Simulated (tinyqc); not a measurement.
Band folding and unfolding in a supercell of a chain, step by step. Values are carried at full precision from step to step, so a last printed digit may differ when a step is redone from the rounded ones.

A chain with hopping -t and n = 4 sites a supercell. H(K) has v_j on the diagonal, -t between neighbours and -t exp(2 pi i K) on the bond that closes the cell (from the last site to the first of the next cell). The point K holds the n wave vectors k_m = (K + m)/n of the primitive zone, in 2 pi/a, m = 0 to n - 1, with E0 = -2t cos(2 pi k_m). The unfolding weight of a state c on k_m is |sum_j c_j exp(-2 pi i k_m j)|^2/n, j = 0 to n - 1.

Parameters, chosen for this exercise:
```
symbol  value                       unit        meaning
t       1.86                        eV          hopping
v       (1.38, -1.38, -1.38, 1.38)  eV          site energies in the supercell
Kq      0.14                        2 pi/(n a)  wave vector in the small zone
```

## Folded levels and Fourier components

List k_m and E0; V_q = (1/n) sum_j v_j exp(-2 pi i q j/n) couples k_m to k_(m+q).

Folded band:
```
m  k_m (2 pi/a)  E0 (eV)
0        0.0350  -3.6304
1        0.2850   0.8115
2        0.5350   3.6304
3        0.7850  -0.8115
```

V_0, V_1, ... (eV): [0.0000, 0.6900+0.6900i, 0.0000]

## Supercell Hamiltonian

Fill in H(K).

H (eV):
```
[[1.3800, -1.8600, 0, -1.1856+1.4332i],
 [-1.8600, -1.3800, -1.8600, 0],
 [0, -1.8600, -1.3800, -1.8600],
 [-1.1856-1.4332i, 0, -1.8600, 1.3800]]
```

## Levels and unfolding weights

Diagonalise and project each state on the k_m.

levels (eV): [-4.1134, -0.8528, 0.8528, 4.1134]

weights, rows m=0, m=1, m=2, m=3; columns level 1, level 2, level 3, level 4:
```
[[0.886, 0.048, 0.066, 0.000],
 [0.034, 0.077, 0.809, 0.079],
 [0.000, 0.066, 0.048, 0.886],
 [0.079, 0.809, 0.077, 0.034]]
```

The purest state keeps 88.6 % on one k and the most mixed (level 2 and 3) 80.9 %; rows and columns each add to one.

## Moments of the spectral function

For each k_m: mean sum_i W E_i and variance sum_i W E_i^2 less the mean squared. The mean must be E0 plus the average of v, and the variance that of v.

Moments:
```
m  mean (eV)  variance (eV^2)
0     -3.630            1.904
1      0.811            1.904
2      3.630            1.904
3     -0.811            1.904
```

The average of v is 0.0000 eV and its variance 1.9044 eV^2: the virtual crystal gives the mean, and the variance is the spread of weight over several levels that it leaves out.

## Checks

- Variance of the spectral function against the variance of v: they agree to 1e-10 or better.
- Levels for v = 0 against the folded band: they agree to 1e-10 or better.

Program tinyqc; command `OMP_NUM_THREADS=1 python tinyqc.py 1481442 1481443 out.jsonl`; about 0.01 s on one thread of a shared Intel(R) Xeon(R) Processor @ 2.30GHz.
